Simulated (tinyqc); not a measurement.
Worked calculation: standing waves and exposure in a photoresist film. Values are carried at full precision from step to step, so a last printed digit may differ when a step is redone from the rounded ones.

Normal incidence from air. Unexposed resist: N1 = n1 + i k1 with k1 = (A + B) lam/(4 pi), lam in micrometres. r01 = (1 - N1)/(1 + N1), t01 = 2/(1 + N1). Below the resist lie the layer Na = na + i ka and the substrate Ns = ns + i ks: r12 = (r1a + ras x)/(1 + r1a ras x), x = exp(4 pi i Na da/lam), r1a = (N1 - Na)/(N1 + Na), ras = (Na - Ns)/(Na + Ns). With p = exp(2 pi i N1 d/lam), the field at depth z is E(z) = t01 [exp(2 pi i N1 z/lam) + r12 p^2 exp(-2 pi i N1 z/lam)]/(1 + r01 r12 p^2), the relative intensity I(z) = n1 |E(z)|^2 and the reflectance R = |(r01 + r12 p^2)/(1 + r01 r12 p^2)|^2.

Inputs chosen for the exercise (a resist on W, indices near tabulated ones; the results hold for these values, not for the real material): lam = 365 nm (vacuum wavelength); n1 = 1.72 (resist index); A = 0.83 1/micrometre (bleachable absorption (Dill A)); B = 0.06 1/micrometre (fixed absorption (Dill B)); d = 675 nm (resist thickness); ns = 3.378 (substrate n); ks = 2.42 (substrate k); na = 1.709 (n of the bottom antireflection layer); ka = 0.283 (its k); da = 79 nm (its thickness); C = 0.02 cm^2/mJ (exposure rate (Dill C)); D = 30 mJ/cm^2 (incident dose); Ld = 20 nm (diffusion length of the post-exposure bake).

## Interface coefficients

Form N1, r01, t01 and r12.

N1 = 1.72000+0.02585i
r01 = -0.2648-0.0070i
t01 = 0.7352-0.0070i
r12 = -0.0775+0.1281i
|r12|^2 = 0.0224

Next to the bottom the intensity swings by a factor ((1 + |r12|)/(1 - |r12|))^2 = 1.83 between antinode and node; without the layer |r12|^2 would be 0.2653.

## Round trip and reflectance

Form p^2, the denominator and R; the period of the standing wave is lam/(2 n1).

p^2 = -0.3539+0.4189i
1 + r01 r12 p^2 = 1.0064+0.0208i
R = 0.0907
period = 106.10 nm

The film holds 6.36 periods.

## Intensity and exposure over the lowest period

Nine depths from d - period to d. Without bleaching during the exposure the share of unexposed compound is m = exp(-C D I).

Profile:
```
z (nm),I,m
568.9,0.485,0.747
582.2,0.593,0.701
595.4,0.680,0.665
608.7,0.691,0.661
621.9,0.616,0.691
635.2,0.496,0.742
648.5,0.397,0.788
661.7,0.374,0.799
675.0,0.437,0.770
```

I runs from 0.374 to 0.691 on these points, so m runs from 0.661 to 0.799; the least exposed point listed lies 13.3 nm above the bottom.

## Smoothing by the bake

Gaussian diffusion of length Ld multiplies a cosine of period L by exp(-2 pi^2 Ld^2/L^2). Give that factor, and the Ld that leaves 10 %.

factor = 0.496
Ld for 10 % = 36.24 nm

## Checks

- R against the transfer-matrix product: both 0.090677.

Computed by tinyqc, a small Python program: `OMP_NUM_THREADS=1 python tinyqc.py 1680881 1680882 out.jsonl` (the numbers bound the seed that draws the inputs); one thread of a shared host (Intel(R) Xeon(R) Processor @ 2.30GHz), about 0.01 s for the whole set of steps.
